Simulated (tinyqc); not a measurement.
# Gate work function from the charge

Inverse problem. For an undoped double gate, Q = 8 eps0 eps_r Vt beta tan(beta)/ts with 0 < beta < pi/2, and at the source (Vg - dphi)/(2 Vt) - ln[(2/ts) sqrt(2 eps0 eps_r Vt/(q ni))] = ln(beta) - ln(cos beta) + 2 r beta tan(beta), r = eps_r tox/(eox ts). Find beta and dphi.

Parameters, values chosen for the exercise; material values those of a made-up semiconductor: temperature T = 300 K; relative permittivity of the semiconductor eps_r = 9.85; relative permittivity of the gate insulator eox = 7.7; insulator thickness tox = 4 nm; body thickness ts = 10 nm; gate voltage Vg = 0.67 V.

Constants: q = 1.602176634e-19 C, kB = 1.380649e-23 J/K, Vt = kB T/q, eps0 = 8.8541878128e-14 F/cm where lengths are in cm. Results are converted to the units shown.

Qs = 198.57983 nC/cm^2
ni = 1.2378409e10 cm^-3

Solution. beta tan(beta) rises from 0 without bound on the interval, so the charge fixes beta; the second relation is then explicit in dphi.

beta = 0.8906
dphi = 0.1200 V

Program tinyqc, `OMP_NUM_THREADS=1 python tinyqc.py 2440137 2440138 out.jsonl`; Intel Xeon 2.30GHz, shared host, one thread, about 0.03 s.
